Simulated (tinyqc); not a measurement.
Metal-interlayer-semiconductor contact, depinning against tunnelling resistance: one step of the calculation.

Zero bias, n-type semiconductor. Gap states at the semiconductor surface thin out as exp(-be ti), which unpins the barrier; electrons must then cross the interlayer (a rectangular barrier, no voltage drop across it) and the parabolic depleted layer, both by WKB. Energies E are counted from the Fermi level; no image force, parabolic bands.

Question. Pinning, barrier and scales. S = 1/(1 + (1/S0 - 1) exp(-be ti)); phiB = S (phiM - chi) + (1 - S)(Eg - E0); xi = Ec - EF deep inside, from Nd = Nc F(-xi/Vt), F(x) = (2/sqrt(pi)) int_0^infinity sqrt(u) du/(1 + exp(u - x)); band bending U = phiB - xi; E00 = (hbar/2) sqrt(Nd/(eps0 eps_r mt m0)) in volts; A = 4 pi q mA m0 kB^2/h^3.

Values chosen for this exercise; semiconductor values close to those of In0.53Ga0.47As; interlayer mass of the order of that in strontium titanate, offset chosen freely: temperature T = 300 K; band gap Eg = 0.719 eV; relative permittivity eps_r = 14.4; electron affinity chi = 4.45 eV; conduction-band density of states at T Nc = 2.1e17 cm^-3; tunnelling mass in the semiconductor mt = 0.0394 m0; Richardson mass mA = 0.0412 m0; donor density Nd = 8e18 cm^-3; charge-neutrality level above the valence band E0 = 0.5 eV; pinning factor without interlayer S0 = 0.15; metal work function phiM = 4.55 eV; interlayer thickness ti = 1.2 nm; decay constant of gap states through the interlayer be = 3.7 1/nm.

Constants: q = 1.602176634e-19 C, kB = 1.380649e-23 J/K, eps0 = 8.8541878128e-12 F/m, hbar = 1.054571817e-34 J s, h = 6.62607015e-34 J s, m0 = 9.1093837015e-31 kg, Vt = kB T/q. Results are converted to the units shown.

Give: S; phiB; xi; U; E00; A.

Answer.

S = 0.93734
phiB = 0.10746 eV
xi = -0.35229 eV
U = 0.45975 eV
E00 = 0.069718 eV
A = 4.9511 A/(cm^2 K^2)

Range of the model: The Fermi level lies over 0.25 eV inside the band, where non-parabolicity lowers it and raises the mass.

Numbers from tinyqc (`OMP_NUM_THREADS=1 python tinyqc.py 2270124 2270125 out.jsonl`; about 0.03 s on one thread of a shared Intel Xeon 2.30GHz).
